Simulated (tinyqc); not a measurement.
# Collinear exchange A + BC -> AB + C on a London-Eyring-Polanyi-Sato surface: saddle, string of images and rate, step by step

A worked calculation. Computed by tinyqc, a small Python program that keeps every step. Command: `OMP_NUM_THREADS=1 python tinyqc.py 3110824 3110825 out.jsonl leps walk`. One thread of a shared host (Intel(R) Xeon(R) Processor @ 2.30GHz), about 0.07 s of CPU time with the checks. Intermediate numbers are printed to about 6 digits and carried at full precision; extremes and crossings named in words are read from the listed rows.

x = r(AB), y = r(BC), r(AC) = x + y. V is counted from separated atoms, the barrier from A + BC, that is V + D(BC).

Inputs (values chosen for the exercise, bond data loosely for abstraction of hydrogen from a Ge-H bond by a hydrogen atom; the barrier is not fitted):

| quantity | value | unit |
|---|---|---|
| D(AB) | 4.74 | eV |
| r0(AB) | 0.742 | angstrom |
| beta(AB) | 1.94 | 1/angstrom |
| D(BC) | 3.75 | eV |
| r0(BC) | 1.53 | angstrom |
| beta(BC) | 1.45 | 1/angstrom |
| D(AC) | 3.67 | eV |
| r0(AC) | 1.53 | angstrom |
| beta(AC) | 1.45 | 1/angstrom |
| Sato parameter S | 0.18 | - |
| mass of A | 1.008 | u |
| mass of B | 1.008 | u |
| mass of C | 72.6 | u |
| temperature T | 500 | K |
| step of the string | 0.01 | angstrom^2/eV |

Constants: nu for 1 eV/(angstrom^2 u) = 15.6333042 THz; h x 1 THz = 4.135667696 meV; k_B = 1.380649e-23 J/K; u = 1.6605390666e-27 kg; k_B = 8.617333262e-05 eV/K.

## One point of the surface

For each pair, with u = exp(-beta (r - r0)): Q = D [(3 + S) u^2 - (2 + 6 S) u]/(4 (1 + S)), J = D [(1 + 3 S) u^2 - (6 + 2 S) u]/(4 (1 + S)); V = Q1 + Q2 + Q3 - sqrt(((J1 - J2)^2 + (J2 - J3)^2 + (J3 - J1)^2)/2). Take x = r0(AB) + 0.3 and y = r0(BC) + 0.1 angstrom.

Pair terms:

| pair | u | Q (eV) | J (eV) |
|---|---|---|---|
| AB | 0.558780 | -0.731220 | -3.08602 |
| BC | 0.865022 | -0.226264 | -3.45542 |
| AC | 0.190920 | -0.367094 | -0.90049 |

V = -3.71630 eV

## Relaxing the string

String of 9 images between the fixed ends (r0(AB) + 2, r0(BC)) and (r0(AB), r0(BC) + 2), started on the two straight legs through (r0(AB) + 0.3, r0(BC) + 0.3): each iteration moves the inner images by -step x gradient (central differences) and spaces them evenly again along the broken line (coordinates are kept between 0.2 and 8 angstrom); stop when no coordinate changes by more than 1e-5 angstrom, at most 400 iterations.

Course:

| iteration | highest inner image above A + BC (eV) | largest move (angstrom) |
|---|---|---|
| 1 | 0.261454 | 3.27453e-02 |
| 2 | 0.237997 | 3.03365e-02 |
| 3 | 0.217443 | 2.69089e-02 |
| 4 | 0.199667 | 2.30138e-02 |
| 5 | 0.184400 | 1.90925e-02 |
| 6 | 0.171340 | 1.54304e-02 |
| 7 | 0.160210 | 1.21911e-02 |
| ... | ... | ... |
| 64 | 0.106929 | 1.92491e-05 |
| 65 | 0.106930 | 1.72082e-05 |
| 66 | 0.106930 | 1.53820e-05 |
| 67 | 0.106930 | 1.37484e-05 |
| 68 | 0.106931 | 1.22871e-05 |
| 69 | 0.106931 | 1.09803e-05 |
| 70 | 0.106931 | 9.81162e-06 |

Images at the end:

| image | x (angstrom) | y (angstrom) | V + D(BC) (eV) |
|---|---|---|---|
| 0 | 2.74200 | 1.53000 | 0.005072 |
| 1 | 2.28818 | 1.53133 | 0.014315 |
| 2 | 1.83439 | 1.53694 | 0.042641 |
| 3 | 1.38225 | 1.57492 | 0.106931 |
| 4 | 0.97174 | 1.76841 | -0.155609 |
| 5 | 0.76766 | 2.16957 | -0.754896 |
| 6 | 0.74634 | 2.62237 | -0.915975 |
| 7 | 0.74313 | 3.07618 | -0.964645 |
| 8 | 0.74200 | 3.53000 | -0.980378 |

last move = 9.81162e-06 angstrom

Converged in 70 iterations.

## Saddle by Newton steps

From the highest inner image, z -> z - H^-1 g with gradient g and Hessian H by central differences, steps capped at 0.15 angstrom, 12 steps.

The first seven points:

| step | x | y | V + D(BC) (eV) | \|g\| (eV/angstrom) |
|---|---|---|---|---|
| 0 | 1.38225 | 1.57492 | 0.106931 | 1.29465e-01 |
| 1 | 1.23423 | 1.59923 | 0.111558 | 1.70846e-01 |
| 2 | 1.28016 | 1.59474 | 0.113926 | 1.89430e-02 |
| 3 | 1.28656 | 1.59415 | 0.113959 | 3.42663e-04 |
| 4 | 1.28669 | 1.59414 | 0.113960 | 1.26772e-07 |
| 5 | 1.28669 | 1.59414 | 0.113960 | 0 |
| 6 | 1.28669 | 1.59414 | 0.113960 | 0 |

saddle (x, y) (angstrom): 1.28669  1.59414

barrier = 0.113960 eV

Hessian (eV/angstrom^2):
```
         x        y
x  -0.9964   3.5044
y   3.5044  10.7338
```

The highest image lies 7.0 meV below the saddle. Stretches at the saddle: AB 0.545, BC 0.064 angstrom, for a reaction energy D(BC) - D(AB) = -0.99 eV: an early barrier for an exothermic step.

## Frequencies at the saddle

Wilson matrix G = [[1/m_A + 1/m_B, -1/m_B], [-1/m_B, 1/m_B + 1/m_C]]; eigenvalues lambda of G H give nu = 15.6333042 THz x sqrt(|lambda|), the negative one being imaginary. Reactant: nu_BC from k = 2 D beta^2 and 1/m_B + 1/m_C. Skew angle: cos = sqrt(m_A m_C/((m_A + m_B)(m_B + m_C))).

imaginary frequency = 31.1772 THz

real frequency at the saddle = 37.7908 THz

nu_BC = 62.2606 THz

skew angle = 45.3923 degrees

## Transition-state rate

One-dimensional rate constant without tunnelling, k = sqrt(k_B T/(2 pi mu)) [sinh(h nu_BC/(2 k_B T))/sinh(h nu_s/(2 k_B T))] exp(-barrier/(k_B T)) with mu = m_A (m_B + m_C)/(m_A + m_B + m_C); Wigner factor 1 + (h nu_i/(k_B T))^2/24; adiabatic barrier = barrier + h (nu_s - nu_BC)/2.

adiabatic barrier = 0.0633601 eV

rate constant k = 19208.5 cm/s

Wigner factor = 1.37314

## Rate against temperature

The formulas are those given above.

Rates; the last column is k_B T^2 d ln k/dT:

| T (K) | k (cm/s) | Wigner factor | activation energy (eV) |
|---|---|---|---|
| 300 | 5460 | 2.03649 | 0.076645 |
| 400 | 11728 | 1.58303 | 0.082144 |
| 550 | 23233 | 1.30838 | 0.091928 |
| 750 | 40381 | 1.16584 | 0.106076 |
| 1000 | 62745 | 1.09328 | 0.123233 |
| 1400 | 98008 | 1.04759 | 0.148041 |
| 2000 | 146930 | 1.02332 | 0.180860 |

The activation energy goes from 0.077 eV at 300 K, near the adiabatic barrier plus k_B T/2 (0.076), to 0.181 eV at 2000 K; the classical limit is the barrier plus k_B T/2 (0.200).

Checks made by the program: V for A far away against -D(BC) (relative difference below 1e-10).
